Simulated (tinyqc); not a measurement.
Rise against time: self-heating of a transistor with one or more fingers, with temperature-dependent conductivity. Computed by tinyqc, a small Python program. Command: `OMP_NUM_THREADS=1 python tinyqc.py 3031488 3031489 out.jsonl selfheat walk`. One thread of a shared host (Intel(R) Xeon(R) Processor @ 2.30GHz), about 0.06 s of CPU time with the checks.

N long parallel fingers lie on the top face of a slab whose bottom is held at T_0; the top is otherwise insulated, and heat flows in two dimensions. P in W/mm is 1000 P in W/m.

Inputs (values chosen for the exercise, modelled on diamond): conductivity at the base temperature kappa_0 = 1880 W/(m K); power per gate width P = 7.5 W/mm; fingers N = 8; finger pitch s = 18 micrometre; width of the heat source w = 0.96 micrometre; substrate thickness t = 62 micrometre; heat capacity C = 1.86 1e6 J/(m^3 K); pulse length = 0.84 microsecond.

Power: power rises with temperature.

Method:
- A line source of power P on the top face raises the top at distance x by (P/(pi kappa_0)) g(x), g(x) = -ln tanh(pi x/(4 t)) (the image sum for the slab). On a strip of width w the centre sees the mean of g over the strip, g_0 = 1 + ln(8 t/(pi w)) for w much below t.
- theta_i = (P/(pi kappa_0)) [g_0 + sum over j != i of g(|i - j| s)], with equal powers and constant conductivity; thermal resistance = largest theta/P.
- After switching on, theta(tau) = (P D/kappa_0) int_0^tau X(u) Z(u) du at the hottest finger, D = kappa_0/C; X = sum over fingers at distance x of [erf((x + w/2)/r) - erf((x - w/2)/r)]/(2 w), Z = sum_(j=-200..200) (-1)^j exp(-(2 j t/r)^2)/sqrt(pi D u), r = 2 sqrt(D u); trapezoid rule on 300 points evenly spaced in ln u from u_0 = 1e-3 min(tau, w^2/D) to tau, plus the exact piece 2 sqrt(u_0/(pi D))/w below u_0. Conductivity and power are held at their base values here, and Fourier's law is used even where the diffusion length is near a phonon free path.

diffusivity D = 1010.75 micrometre^2/microsecond

theta of each finger (K): [12.3339, 14.1286, 15.0448, 15.4452, 15.4452, 15.0448, 14.1286, 12.3339]

largest theta = 15.4452 K

Heating curve:
```
time (microsecond)  sqrt(D time) (micrometre)  rise (K)  share of the steady rise
3.80e-06                             0.061975   0.29061                   0.01882
3.80e-05                              0.19598   0.90596                   0.05866
3.80e-04                              0.61975    2.1391                    0.1385
0.0038                                 1.9598    3.5732                    0.2313
0.038                                  6.1975     5.086                    0.3293
0.19                                   13.858    7.0046                    0.4535
0.76                                   27.716    10.381                    0.6721
2.3                                    48.215    13.939                    0.9025
5.7                                    75.903    15.321                    0.9919
```

What follows from these numbers?

Half the steady rise is reached between 0.19 and 0.76 microseconds, and the last row holds 99.2 % of it; the slowest time constant is 4 t^2/(pi^2 D) = 1.54 microseconds. While the diffusion length lies between w and the pitch or thickness, the rise grows as the logarithm of time; once it nears the pitch of 18 micrometre the neighbours add their heat.

Extremes, crossings and ranges named in words are read from the listed rows.
